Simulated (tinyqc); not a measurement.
Tunnelling through a two-layer gate stack, WKB transmission and Tsu-Esaki current: one step of the calculation.

Electrons leave the emitter at x = 0. Energies E (motion across the layers) are in eV from the emitter Fermi level; the collector Fermi level lies at -V and offers states at every E. No charge in the dielectric and no image force: F1 = V/(t1 + t2 eps1/eps2), F2 = F1 eps1/eps2; U = phi1 - F1 x in layer 1 and phi2 - F1 t1 - F2 (x - t1) in layer 2. With C = hbar^2/(2 m0), kappa = sqrt(m (U - E)/C) where U > E and 0 elsewhere; T(E) = exp(-S), S = 2 times the integral of kappa over x.

Task. Fields and band edges. F1 = V/(t1 + t2 eps1/eps2), F2 = F1 eps1/eps2; U = phi1 - F1 x in layer 1 and phi2 - F1 t1 - F2 (x - t1) in layer 2. EOT = 3.9 (t1/eps1 + t2/eps2).

Values chosen for this exercise; layer 1 close to silicon dioxide, layer 2 close to aluminium oxide:

| symbol | value | unit | meaning |
|---|---|---|---|
| phi1 | 3.14 | eV | barrier of layer 1 above the emitter Fermi level at zero bias |
| m1 | 0.51 | m0 | tunnelling mass of layer 1 |
| t1 | 0.4 | nm | thickness of layer 1 |
| eps1 | 3.83 |  | relative permittivity of layer 1 |
| phi2 | 2.63 | eV | barrier of layer 2 at zero bias |
| m2 | 0.41 | m0 | tunnelling mass of layer 2 |
| t2 | 2.8 | nm | thickness of layer 2 |
| eps2 | 8.68 |  | relative permittivity of layer 2 |
| V | 0.2 | V | voltage across the dielectric |

Give: F1; F2; U at the end of layer 1; U at the start of layer 2; U at the end of layer 2; EOT.

Result.

F1 = 1.223 MV/cm
F2 = 0.5396 MV/cm
U at the end of layer 1 = 3.091 eV
U at the start of layer 2 = 2.581 eV
U at the end of layer 2 = 2.430 eV
EOT = 1.665 nm

tinyqc, about 0.04 s, one thread, Intel Xeon 2.30GHz (shared host): `OMP_NUM_THREADS=1 python tinyqc.py 2540152 2540153 out.jsonl`
